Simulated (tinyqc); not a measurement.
What a faster ramp buys: rapid thermal processing of a wafer: radiative balance, ramp and cooling, pattern effects, pyrometer error and spike budget. Computed by tinyqc, a small Python program. Command: `OMP_NUM_THREADS=1 python tinyqc.py 3111339 3111340 out.jsonl rtp walk`. One thread of a shared host (Intel(R) Xeon(R) Processor @ 2.30GHz), about 0.04 s of CPU time with the checks.

The wafer is opaque and uniform through its thickness unless said otherwise; temperatures in formulas are in kelvin (C + 273.15). sigma = 5.670374419e-12 W/(cm^2 K^4).

Inputs (values chosen for the exercise, modelled on a hot silicon wafer): wafer thickness d = 525 micrometre; heat capacity per volume C = 2.02 J/(cm^3 K); thermal conductivity k = 0.22 W/(cm K); emissivity eps of each face = 0.59; reflectivity of the chamber walls r = 0.26; gas heat-transfer coefficient h, both faces together = 3.6 mW/(cm^2 K); wall temperature T_w = 350 K; process temperature = 1030 C; starting temperature = 450 C; ramp rate = 83 K/s; activation energy of the process E_a = 3.66 eV.

Constants: k_B = 8.617333262e-05 eV/K.

Method:
- Effective emissivity between parallel grey plates: eps_eff = 1/(1/eps + 1/(1 - r) - 1). Loss per area q(T) = 2 eps_eff sigma (T^4 - T_w^4) + h (T - T_w).
- Absorbed power during a ramp = q(T) + C d x ramp rate; thermal time constant tau = C d/(dq/dT), dq/dT = 8 eps_eff sigma T^3 + h; natural cooling rate q/(C d); front-to-back difference under one-sided heating at the end of the ramp = (absorbed power) d/(2 k).
- Cooling with the lamps off: C d dT/dt = -q(T), integrated adaptively (relative tolerance 1e-10).
- Spike anneal: linear ramp to the peak, then lamps off. Equivalent time at the peak = int exp(-(E_a/k_B)(1/T - 1/T_peak)) dt; estimate (k_B T^2/E_a)(1/ramp rate + 1/cooling rate). The ramp part uses 4000 trapezoid steps, the cooling part 4000 steps over 4 tau.

time constant tau = 2.01388 s

holding power q = 19.3311 W/cm^2

natural cooling rate = 182.283 K/s

Against the ramp rate:
```
ramp (K/s)  ramp part (s)  cooling part (s)  total (s)  power at the peak (W/cm^2)
10                 3.7732           0.22976     4.0029                       20.39
25                 1.5093           0.22976     1.7390                       21.98
50                 0.7546           0.22976     0.9844                       24.63
100                0.3773           0.22976     0.6071                       29.94
250                0.1509           0.22976     0.3807                       45.84
500                0.0755           0.22976     0.3052                       72.36
1000               0.0377           0.22976     0.2675                      125.38
```

What follows from these numbers?

From 10 to 100 K/s the total falls by a factor 6.6, from 100 to 1000 K/s by 2.27: the cooling part, 0.230 s, is a floor, and the natural cooling rate here is 182 K/s.

Extremes, crossings and ranges named in words are read from the listed rows.
